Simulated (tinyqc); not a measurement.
From results back to parameters: Kronig-Penney superlattice by transfer matrices. Five cases, with inputs chosen for the exercise.

Problem. The bottom of the first miniband was computed from a hidden barrier width b.

Wells (width a, potential 0, mass mw) alternate with barriers (width b, height V0, mass mb); period d = a + b; c = hbar^2/2m0. The vector (psi, psi'/m) is continuous, and a layer of thickness t carries it by M = [[cos kt, (m/k) sin kt], [-(k/m) sin kt, cos kt]] with k = sqrt(m (E - V)/c); for E < V, k = i kappa gives [[cosh, (m/kappa) sinh], [(kappa/m) sinh, cosh]] of kappa t. A Bloch state obeys cos(q d) = tr(Mb Mw)/2.

Constants: hbar^2/2m0 = 3.80998211 eV angstrom^2.

Case 1.

Values chosen (near those of the light valleys of a Si film between layers of SiO2; shifted at random, so the results belong to these values and not to a real crystal): a = 12 angstrom (well width); V0 = 3.049 eV (barrier height); mw = 0.188 m0 (mass in the wells); mb = 0.501 m0 (mass in the barriers).

bottom of band 1 = 0.4824139 eV

Case 2.

Values chosen (near those of an InGaAs superlattice with barriers of InP; shifted at random, so the results belong to these values and not to a real crystal): a = 148 angstrom (well width); V0 = 0.236 eV (barrier height); mw = 0.0406 m0 (mass in the wells); mb = 0.0804 m0 (mass in the barriers).

bottom of band 1 = 0.0216942 eV

Case 3.

Values chosen (near those of a GaAs superlattice with barriers of AlGaAs; shifted at random, so the results belong to these values and not to a real crystal): a = 60 angstrom (well width); V0 = 0.203 eV (barrier height); mw = 0.0676 m0 (mass in the wells); mb = 0.0878 m0 (mass in the barriers).

bottom of band 1 = 0.0403327 eV

Case 4.

Values chosen (near those of the light valleys of a Si film between layers of SiO2; shifted at random, so the results belong to these values and not to a real crystal): a = 16 angstrom (well width); V0 = 3.281 eV (barrier height); mw = 0.184 m0 (mass in the wells); mb = 0.49 m0 (mass in the barriers).

bottom of band 1 = 0.3479399 eV

Case 5.

Values chosen (near those of an InGaAs superlattice with barriers of InAlAs; shifted at random, so the results belong to these values and not to a real crystal): a = 71 angstrom (well width); V0 = 0.537 eV (barrier height); mw = 0.041 m0 (mass in the wells); mb = 0.0761 m0 (mass in the barriers).

bottom of band 1 = 0.0723309 eV

Find: k; kappa; tanh(kappa b/2); b.

Solution. At q = 0 the lowest state is even about the centres of well and barrier: cos(kz) joins cosh, so (k/mw) tan(k a/2) = (kappa/mb) tanh(kappa b/2), which gives b.

Case 1.

k = 0.15429 1/angstrom
kappa = 0.58095 1/angstrom
tanh(kappa b/2) = 0.9406
b = 6.0 angstrom

Case 2.

k = 0.01520 1/angstrom
kappa = 0.06725 1/angstrom
tanh(kappa b/2) = 0.9372
b = 51.0 angstrom

Case 3.

k = 0.02675 1/angstrom
kappa = 0.06123 1/angstrom
tanh(kappa b/2) = 0.5873
b = 22.0 angstrom

Case 4.

k = 0.12963 1/angstrom
kappa = 0.61418 1/angstrom
tanh(kappa b/2) = 0.9510
b = 6.0 angstrom

Case 5.

k = 0.02790 1/angstrom
kappa = 0.09634 1/angstrom
tanh(kappa b/2) = 0.8198
b = 24.0 angstrom

Computed by tinyqc, one run a case: `OMP_NUM_THREADS=1 python tinyqc.py N N+1 out.jsonl` with N = 1282306, 1282362, 1282437, 1282483, 1282596; one thread of a shared Intel(R) Xeon(R) Processor @ 2.30GHz, about 0.09 s a run at most.
